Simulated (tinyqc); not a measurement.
Inside a calculation. Method: CIS on RHF in the sto-3g basis, for H4, spin multiplicity 1. One step of it, computed by the program tinyqc.

Problem. CIS matrix, singlets. A(ia,jb) = (e_a - e_i) d_ij d_ab + 2 (ia|jb) - (ij|ab).

orbital energies (hartree): MO1 -0.621654, MO2 -0.378792, MO3 0.390409, MO4 0.696488

Two-electron integrals over orbitals (pq|rs), unique and non-zero (hartree):
```
(11|11) 0.488984   (21|21) 0.169097   (22|11) 0.485486   (22|22) 0.496225
(31|31) 0.110115   (32|32) 0.084394   (33|11) 0.473942   (33|22) 0.473852
(33|33) 0.481683   (41|32) 0.082844   (41|41) 0.081373   (42|31) 0.113317
(42|42) 0.123236   (43|21) 0.167093   (43|43) 0.183443   (44|11) 0.482749
(44|22) 0.492048   (44|33) 0.491707   (44|44) 0.510289
```

Give: CIS matrix A, singlet.

Solution.

CIS matrix A, singlet (hartree), lower triangle:
```
       1>3     1>4    2>3    2>4
1>3  0.758
1>4  0.000   0.998
2>3  0.000  -0.001  0.464
2>4  0.060   0.000  0.000  0.830
```
